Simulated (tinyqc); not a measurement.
Temperature and isotope dependence of a band gap in oscillator models: one step. Two common fits. Three cases, with inputs chosen for the exercise.

Task: Give the falls and the parameters.

E(T) = E0 - sum_i sl_i th_i n_i(T), n = 1/(exp(th/T) - 1). The same coupling lowers the gap at 0 K by the zero-point term ZP = sum_i sl_i th_i/2, so the gap of the static lattice is E0 + ZP. Thermal expansion is taken as part of the slopes.

Two-parameter forms are made to pass through the falls at the two temperatures T12: Varshni aV T^2/(T + bV), from the line T^2/fall = (T + bV)/aV; one oscillator s1 t1/(exp(t1/T) - 1), with t1 from the ratio of the falls.

Case 1.

Values chosen (near those of InP; shifted at random, so the results belong to these values and not to a real crystal): E0 = 1.424 eV (gap at 0 K); th = (123, 362) K (temperatures of two oscillators); sl = (0.1398, 0.2282) meV/K (their high-temperature slopes); T12 = (250, 530) K (temperatures of the fits).

Case 2.

Values chosen (near those of InP; shifted at random, so the results belong to these values and not to a real crystal): E0 = 1.417 eV (gap at 0 K); th = (128, 320) K (temperatures of two oscillators); sl = (0.1578, 0.2092) meV/K (their high-temperature slopes); T12 = (130, 240) K (temperatures of the fits).

Case 3.

Values chosen (near those of GaN; shifted at random, so the results belong to these values and not to a real crystal): E0 = 3.475 eV (gap at 0 K); th = (202, 840) K (temperatures of two oscillators); sl = (0.1866, 0.4354) meV/K (their high-temperature slopes); T12 = (360, 820) K (temperatures of the fits).

Give: falls; aV; bV; t1; s1; ZP of the one-oscillator fit.

Result:

Case 1.

falls (meV): [52.4366, 150.1361]

aV = 0.4123 meV/K
bV = 241 K
t1 = 253.3 K
s1 = 0.3632 meV/K
ZP of the one-oscillator fit = 46.0 meV

The limiting slope of the model is 0.3680 meV/K; Varshni puts it +12 % off and one oscillator -1 %. The ZP of the fit differs from the true one by -3.9 meV.

Case 2.

falls (meV): [18.2891, 52.6290]

aV = 0.6455 meV/K
bV = 467 K
t1 = 209.6 K
s1 = 0.3502 meV/K
ZP of the one-oscillator fit = 36.7 meV

The limiting slope of the model is 0.3670 meV/K; Varshni puts it +76 % off and one oscillator -5 %. The ZP of the fit differs from the true one by -6.9 meV.

Case 3.

falls (meV): [89.3574, 339.7870]

aV = 0.8703 meV/K
bV = 902 K
t1 = 556.8 K
s1 = 0.5931 meV/K
ZP of the one-oscillator fit = 165.1 meV

The limiting slope of the model is 0.6220 meV/K; Varshni puts it +40 % off and one oscillator -5 %. The ZP of the fit differs from the true one by -36.6 meV.

Computed by tinyqc, one run a case: `OMP_NUM_THREADS=1 python tinyqc.py N N+1 out.jsonl` with N = 1880790, 1880836, 1880920; one thread of a shared Intel(R) Xeon(R) Processor @ 2.30GHz, about 0.01 s a run at most.
